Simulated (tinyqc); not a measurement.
Inside a calculation. Method: coherent transport through a tight-binding region between two chains. Computed by tinyqc, a small Python program that keeps every step. Settings: temperature = 77, mu = 0.36. Command: `OMP_NUM_THREADS=1 python tinyqc.py 22577 22578 out.jsonl` (the two numbers bound the seeds that draw the settings). One thread of a shared host (Intel(R) Xeon(R) Processor @ 2.60GHz), about 0.07 s of CPU time with the checks.

## Transmission at E = -0.04 eV

H of the central region (eV), lower triangle:
```
,1,2,3,4
1,0.000000
2,-2.020000,1.060000
3,0.000000,-1.320000,1.060000
4,0.000000,0.000000,-0.930000,0.000000
```

Leads: semi-infinite chains with site energy 0:
```
parameter,value
lead hopping t (eV),1.260000
coupling to the left lead (eV),0.220000
coupling to the right lead (eV),0.940000
left contact site,1
right contact site,4
```

E = -0.040000 eV

Surface Green function g = (E - i sqrt(4 t^2 - E^2)) / (2 t^2); self-energy tc^2 g on each contact site; G = (E - H - Sigma)^(-1); Gamma = -2 Im Sigma; T = Gamma_L Gamma_R |G_LR|^2; local density of states -Im G_ii / pi.

g = -0.012598-0.793551i 1/eV

G (1/eV), lower triangle:
```
,1,2,3,4
1,0.095671-0.201245i
2,0.493089-0.005743i,0.009506-0.009487i
3,0.264501+0.303179i,0.010922+0.000883i,-0.395665-0.463220i
4,-0.387017+0.366751i,-0.000574+0.014510i,0.591775-0.549148i,0.700763-0.670125i
```

local density of states (1/eV): 0.064058  0.003020  0.147448  0.213307

transmission = 0.030625

## Transmission across the band

The same steps on a grid of energies.

T(E):
```
E (eV),T
-2.39400000,0.000339
-2.15460000,0.005134
-1.91520000,0.401149
-1.67580000,0.054127
-1.43640000,0.025736
-1.19700000,0.023556
-0.95760000,0.027177
-0.71820000,0.032721
-0.47880000,0.035500
-0.23940000,0.033501
0.00000000,0.030134
0.23940000,0.028664
0.47880000,0.030872
0.71820000,0.039858
0.95760000,0.065950
1.19700000,0.123861
1.43640000,0.077374
1.67580000,0.022983
1.91520000,0.008101
2.15460000,0.003159
2.39400000,0.000888
```

levels of the isolated region (eV): -1.853520  -0.482136  1.220809  3.234847

## Current

I = (2e/h) int T(E) [f(E - mu - V/2) - f(E - mu + V/2)] dE at 77 K with mu = 0.36 eV, the bias not changing H; 2e^2/h = 77.48092 microsiemens; the integral runs over the band on 4001 points.

Current:
```
V (volt),I (microampere)
0.010000,0.022626
0.050000,0.113163
0.100000,0.226521
0.200000,0.454603
0.400000,0.921953
0.800000,1.954964
```
